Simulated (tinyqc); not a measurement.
Electroplating on a thin resistive seed layer: kinetics, Wagner number and the terminal effect across a wafer. From one set of inputs to another, one input at a time. Computed by tinyqc, a small Python program. Command: `OMP_NUM_THREADS=1 python tinyqc.py 3121252 3121253 out.jsonl terminal ladder`. One thread of a shared host (Intel(R) Xeon(R) Processor @ 2.30GHz), about 0.07 s of CPU time with the checks.

Current enters the seed at the rim. The bath is treated as a local resistance per area (no lateral flow in the liquid), two electrons per ion, molar volume 7.11 cm^3/mol, Faraday constant F = e N_A, kinematic viscosity 0.01 cm^2/s, omega = 2 pi x rpm/60; k_B T/e is in volts.

The inputs printed are set A. Inputs not listed in the table keep their values of set A, so the rows need not describe a real material.

Inputs (values chosen for the exercise, of the order of those for copper plating from an acid sulfate bath):
```
quantity,value,unit
wafer radius R,15,cm
seed thickness t,23,nm
seed resistivity,6.3,microohm cm
bath conductivity kappa,0.3,S/cm
gap to the anode h,8.1,cm
extra resistance of a porous plate,0,ohm cm^2
exchange current density i_0,0.16,mA/cm^2
cathodic transfer coefficient alpha,0.37,-
mean current density,20,mA/cm^2
diffusivity of the metal ion,6.6e-06,cm^2/s
metal ion concentration,0.6,mol/L
rotation rate,200,rpm
temperature T,298,K
```

Constants: e = 1.602176634e-19 C; N_A = 6.02214076e+23 1/mol; k_B = 8.617333262e-05 eV/K.

Method:
- Growth rate = i V_m/(2 F). Levich limit i_L = 0.62 x 2 F D^(2/3) omega^(1/2) nu^(-1/6) c. Tafel overpotential eta = (k_B T/(alpha e)) ln(i/i_0); kinetic resistance k_B T/(alpha e i); bath resistance h/kappa + plate; R_s = resistivity/t; Wagner number = kinetic resistance x kappa/R.
- Linearised: with R_t = kinetic + bath resistance the current density obeys (1/r)(r i')' = i R_s/R_t, so i = A I_0(r/l), l = sqrt(R_t/R_s); with x = R/l, edge/centre = I_0(x) and edge/mean = x I_0(x)/(2 I_1(x)).
- Voltage drop in the seed for a uniform current: i R_s R^2/4.

Each row keeps all changes above it:
```
input moved,from,to,length l (cm),drop for uniform current (mV),Wagner number
set A,-,-,3.335,3082,0.0694
wafer radius R (cm),15,10,3.335,1370,0.1041
gap to the anode h (cm),8.1,6.8,3.089,1370,0.1041
bath conductivity kappa (S/cm),0.3,0.41,2.706,1370,0.1423
seed resistivity (microohm cm),6.3,6.5,2.664,1413,0.1423
cathodic transfer coefficient alpha,0.37,0.51,2.600,1413,0.1032
exchange current density i_0 (mA/cm^2),0.16,0.12,2.600,1413,0.1032
seed thickness t (nm),23,150,6.640,217,0.1032
```

Which inputs carry the difference?

Length l goes from 3.34 to 6.64, a factor 1.99 in all. The largest single move comes from seed thickness t (a factor 2.55), and bath conductivity kappa works against it (a factor 0.876). Drop for uniform current goes from 3080 to 217, a factor 0.0703 in all. The largest single move comes from seed thickness t (a factor 0.153). Wagner number goes from 0.0694 to 0.103, a factor 1.49 in all. The largest single move comes from wafer radius R (a factor 1.50), and cathodic transfer coefficient alpha works against it (a factor 0.725). The single moves hold for this order of the switches; the total does not depend on the order.

Extremes, crossings and ranges named in words are read from the listed rows.
